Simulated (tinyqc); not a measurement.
Frequency dispersion of an accumulation capacitance by border traps, distributed model: one step of the calculation.

Traps spread evenly through the insulator exchange electrons with the semiconductor by tunnelling, with tau(x) = t0 exp(2 ka x) at depth x from the interface. The admittance per area Y seen at depth x obeys dY/dx = -Y^2/(i w eps0 eox) + q Nb ln(1 + i w tau)/tau, with Y(0) = i w Cs and w = 2 pi f; the gate sees Y(tox) = G + i w C. Working variable y = Y/(i w), in uF/cm^2. Cox = eps0 eox/tox.

Task. Capacitance and conductance at the gate. Beyond xe the traps are ignored, so 1/y(tox) = 1/y(xe) + (tox - xe)/(eps0 eox); C = Re y, G/w = -Im y, loss tangent G/(w C).

Values chosen for this exercise; permittivity close to that of zirconium oxide:
- eox = 21.2 (relative permittivity of the insulator)
- tox = 6.4 nm (insulator thickness)
- xe = 2.1 nm (depth down to which the steps are taken)

Constants: eps0 = 8.8541878128e-14 F/cm where lengths are in cm. Results are converted to the units shown.

y at xe = 1.4346012-0.0124846i uF/cm^2

Find: y at the gate; C; G/w; loss tangent.

Result.

y at the gate = 1.0798-0.0071i uF/cm^2
C = 1.0798 uF/cm^2
G/w = 0.0070723 uF/cm^2
loss tangent = 0.0065498

Computed by the program tinyqc: `OMP_NUM_THREADS=1 python tinyqc.py 2202119 2202120 out.jsonl`, one thread of a shared Intel Xeon 2.30GHz, about 0.4 s for the whole run.
